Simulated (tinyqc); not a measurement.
# Floating body of a partially depleted SOI transistor: body voltage and kink: two studies

Source at 0 V. Channel current Ic = 2 nf K Vt^2 [F(0) - F(Vd)](1 + la Vd), F(V) = ln^2(1 + exp((Vg - VT - nf V)/(2 nf Vt))), VT = VT0 - gb Vb. Saturation voltage Vs = 2 Vt sqrt(F(0)) + 3 Vt, excess Ve = (Vd - Vs + sqrt((Vd - Vs)^2 + 0.0004 V^2))/2, multiplication M1 = Ai Ve exp(-Bl/Ve). Each junction passes D(v) = J1 (exp(v/Vt) - 1) + J2 (exp(v/(2 Vt)) - 1). Bipolar current Ib = bb J1 (exp(Vb/Vt) - 1). The body settles where M1 (Ic + Ib) = D(Vb) + D(Vb - Vd) + Vb/Rb; drain current Id = (1 + M1)(Ic + Ib) - D(Vb - Vd).

Inputs (values chosen for the exercise); values of the order met in partially depleted silicon-on-insulator transistors: temperature T = 300 K; threshold at zero body voltage VT0 = 0.41 V; fall of the threshold per volt of body voltage gb = 0.23; slope factor nf = 1.34; gain factor per width K = 290 uA/(V^2 um); channel-length modulation factor la = 0.02 1/V; impact-ionisation prefactor Ai = 1.5 1/V; impact-ionisation voltage Bl = 7.1 V; diffusion saturation current of each junction J1 = 1.3e-13 uA/um; recombination saturation current of each junction J2 = 1.5e-8 uA/um; gain of the lateral bipolar transistor on the diffusion current bb = 0; resistance of a weak body tie to the source (1e9 stands for no tie, and the term is then dropped) Rb = 1e9 kohm um; gate voltage Vg = 0.48 V; drain voltage Vd = 1.9 V.

Constants: q = 1.602176634e-19 C, kB = 1.380649e-23 J/K, Vt = kB T/q. Results are converted to the units shown.

Each table varies one quantity; the others keep the values above.

## Output curve and kink

Rows with more than one solution for Vb (latch) are left out; dId/dVd by a forward difference over 1e-4 V, swing = 1e-4 V over the change of log10 Id; M1 under 1e-12 is printed as 0.

Results:
```
Vd (V)  Vb (V)        M1  Id, floating (uA/um)  Id, grounded (uA/um)  ratio  dId/dVd, floating (uS/um)  dId/dVd, grounded (uS/um)
1       0.5298  1.241e-4                 4.244                0.9246  4.590                      5.410                    0.02130
1.2     0.6123  9.058e-4                 5.082                0.9297  5.466                      3.239                    0.03096
1.4     0.6595  0.003707                 5.625                0.9377  5.999                      2.323                    0.05063
1.6     0.6913   0.01052                 6.047                0.9506  6.361                      1.964                    0.08097
1.8     0.7148   0.02347                 6.429                0.9707  6.623                      1.889                     0.1207
2.2     0.7479   0.07496                 7.235                 1.038  6.970                      2.222                     0.2194
```

Estimate the missing row, Vd = 2 V.

Computed row:
```
Vd (V)  Vb (V)       M1  Id, floating (uA/um)  Id, grounded (uA/um)  ratio  dId/dVd, floating (uS/um)  dId/dVd, grounded (uS/um)
2       0.7331  0.04447                 6.815                0.9994  6.819                      1.995                     0.1676
```

With this row back in the table: Vb rises from 0.530 to 0.748 V and the ratio of the currents rises from 4.59 to 6.97. The output conductance with a floating body exceeds the grounded value by the largest factor among the rows, 254, at Vd = 1 V, where Vb = 0.530 V and M1 = 1.24e-4.

## Transfer curve and swing

Same model as above.

Transfer curve and swing:
columns A: Vg (V); B: Vb (V); C: M1; D: Id, floating (uA/um); E: Id, grounded (uA/um); F: ratio; G: swing, floating (mV/decade); H: swing, grounded (mV/decade)
```
A           B        C         D         E      F      G      H
-0.04  0.1324  0.05555  3.138e-6  1.312e-6  2.391  56.98  80.75
0.06   0.3446  0.05542  2.251e-4  2.316e-5  9.716  53.48  80.07
0.16   0.5399  0.05442   0.01291  4.067e-4  31.74  63.93  80.85
0.26   0.6445  0.05048    0.2622  0.006710  39.08  94.81  84.21
0.36   0.6953  0.04294     1.767   0.08901  19.85  158.5  96.75
0.46   0.7210  0.03448     5.565    0.7055  7.888  254.8  133.0
0.56   0.7347  0.02686     11.79     2.898  4.067  367.4  203.6
0.66   0.7421  0.02044     20.30     7.351  2.761  485.7  300.7
0.76   0.7456  0.01518     31.01     14.14  2.194  605.4  410.7
```

Read the table: what changes, and by how much?

Vb rises from 0.132 to 0.746 V. The smallest swing among the rows is 53.5 mV a decade with a floating body (at Vg = 0.06 V) and 80.1 with a grounded one; Vt ln 10 = 59.5. The floating swing is smaller by more than 3 % for Vg = -0.04, 0.06, 0.16 V, where the rising Vb lowers the threshold as Vg rises. In the first row the floating body raises the current by a factor of 2.39.

Range of the model: The multiplication law is an empirical form chosen for the exercise; self-heating and capacitive coupling to the body are left out, and the linear laws are rough once Vb passes about 0.7 V or M1 about 0.1.

Program tinyqc, `OMP_NUM_THREADS=1 python tinyqc.py 2182247 2182248 out.jsonl`; Intel Xeon 2.30GHz, shared host, one thread, about 0.2 s.
